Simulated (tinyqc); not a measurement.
From breakdown voltage back to electron field b_n: avalanche multiplication and breakdown of a junction from ionisation integrals. Computed by tinyqc, a small Python program. Command: `OMP_NUM_THREADS=1 python tinyqc.py 3016648 3016649 out.jsonl impact inv`. One thread of a shared host (Intel(R) Xeon(R) Processor @ 2.30GHz), about 0.06 s of CPU time with the checks.

Ionisation coefficients follow the local field. Position x runs through the depletion layer from the p side (x = 0), where electrons enter, to the n side (x = w), where holes enter. The built-in voltage is neglected.

Inputs (values chosen for the exercise, modelled on GaN): electron prefactor a_n = 4.8e+08 1/cm; hole prefactor a_p = 7.7e+06 1/cm; hole field b_p = 1.52e+07 V/cm; exponent c = 1; permittivity eps = 9.7; doping N of the lightly doped side = 1.7e+16 1/cm^3.

Junction: one-sided abrupt p+n.

Constants: e = 1.602176634e-19 C; eps_0 = 8.8541878128e-12 F/m.

Method:
- alpha_n = a_n exp(-(b_n/F)^c), alpha_p = a_p exp(-(b_p/F)^c).
- Field F = F_m (1 - s), w = eps eps_0 F_m/(e N), V = F_m w/2, with s = x/w (the peak lies at the p+ side).
- With Phi(x) = int_0^x (alpha_n - alpha_p) dx': 1 - 1/M_n = I_n = int_0^w alpha_n exp(-Phi) dx and M_p = M_n exp(-Phi(w)); trapezoid rule on 401 even points; breakdown at I_n = 1.
- Solve I_n(F_m) = 1.

Task: A run gave the result below. Find the electron field b_n, known to lie between 2.6e+07 and 6.1e+07 V/cm.

breakdown voltage = 1142.588 V

Result:

Each step takes the trial c = (a f_b - b f_a)/(f_b - f_a), f being the result less the target and a, b, c the logarithms of the listed values; c replaces end b, the old b replaces a if the sign of f changed, and otherwise f_a is halved.

Scan of the range:
```
electron field b_n (V/cm)  breakdown voltage (V)
2.60e+07                                  957.62
3.00e+07                                 1107.23
3.45e+07                                 1252.51
3.98e+07                                 1396.19
4.59e+07                                 1533.61
5.29e+07                                 1665.76
6.10e+07                                 1795.88
```

False position (Illinois rule, in the logarithm of the input) inside the bracket:
```
step        end a        end b        trial  breakdown voltage (V)
1     3.00000e+07  3.45000e+07  3.10380e+07                1142.86
2     3.00000e+07  3.10380e+07  3.10222e+07                1142.32
3     3.10380e+07  3.10222e+07  3.10300e+07                1142.59
4     3.10222e+07  3.10300e+07  3.10300e+07                1142.59
```

Breakdown voltage rises at every point of a 13-point scan of the range (every second point is shown), so one value fits; it is bracketed by 3.00e7 and 3.45e7. Answer: electron field b_n = 3.103e7 V/cm.
